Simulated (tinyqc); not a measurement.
Swing of the coupled dose with resist thickness: standing waves and exposure in a photoresist film.

Normal incidence from air. Unexposed resist: N1 = n1 + i k1 with k1 = (A + B) lam/(4 pi), lam in micrometres. r01 = (1 - N1)/(1 + N1), t01 = 2/(1 + N1). Substrate Ns = ns + i ks: r12 = (N1 - Ns)/(N1 + Ns). With p = exp(2 pi i N1 d/lam), the field at depth z is E(z) = t01 [exp(2 pi i N1 z/lam) + r12 p^2 exp(-2 pi i N1 z/lam)]/(1 + r01 r12 p^2), the relative intensity I(z) = n1 |E(z)|^2 and the reflectance R = |(r01 + r12 p^2)/(1 + r01 r12 p^2)|^2.

Values chosen for the exercise (a resist on polySi, indices near tabulated ones; the results hold for these values, not for the real material):

| symbol | value | unit | meaning |
|---|---|---|---|
| lam | 248 | nm | vacuum wavelength |
| n1 | 1.732 |  | resist index |
| A | 0 | 1/micrometre | bleachable absorption (Dill A) |
| B | 1.08 | 1/micrometre | fixed absorption (Dill B) |
| d | 451 | nm | resist thickness |
| ns | 1.699 |  | substrate n |
| ks | 2.796 |  | substrate k |

The mean of I is taken over 800 depths; the relative dose to clear is taken as 1/(mean of I over the lowest period, 60 depths), scaled to 1 in the first row.

Swing:

| d (nm) | R | mean I | relative dose |
|---|---|---|---|
| 451.0 | 0.0350 | 1.1249 | 1.000 |
| 462.9 | 0.0641 | 1.0853 | 1.060 |
| 486.8 | 0.3276 | 0.7580 | 1.522 |
| 498.7 | 0.3102 | 0.7624 | 1.494 |
| 510.7 | 0.1790 | 0.8940 | 1.272 |
| 522.6 | 0.0261 | 1.0522 | 1.097 |
| 534.5 | 0.0534 | 1.0165 | 1.159 |
| 546.5 | 0.2091 | 0.8408 | 1.415 |
| 558.4 | 0.3037 | 0.7287 | 1.624 |
| 570.3 | 0.2869 | 0.7337 | 1.597 |
| 582.3 | 0.1617 | 0.8510 | 1.376 |
| 594.2 | 0.0198 | 0.9872 | 1.203 |

Give the missing row, d (nm) = 474.9.

Computed row:
```
d (nm)       R  mean I  relative dose
474.9   0.2293  0.8842          1.315
```

The period is 71.6 nm, six rows. The relative dose swings between 1.000 and 1.624, a ratio (max - min)/mean of 0.473, against the estimate 4 sqrt(|r01|^2 |r12|^2) exp(-(A + B) d) = 0.412 for the oscillating part alone; the ratio from the table also holds the slow rise from absorption, 20.3 % over two periods, so the two are not strictly comparable.

Computed by tinyqc, a small Python program: `OMP_NUM_THREADS=1 python tinyqc.py 1650269 1650270 out.jsonl` (the numbers bound the seed that draws the inputs); one thread of a shared host (Intel(R) Xeon(R) Processor @ 2.30GHz), about 0.01 s for the whole set of steps.
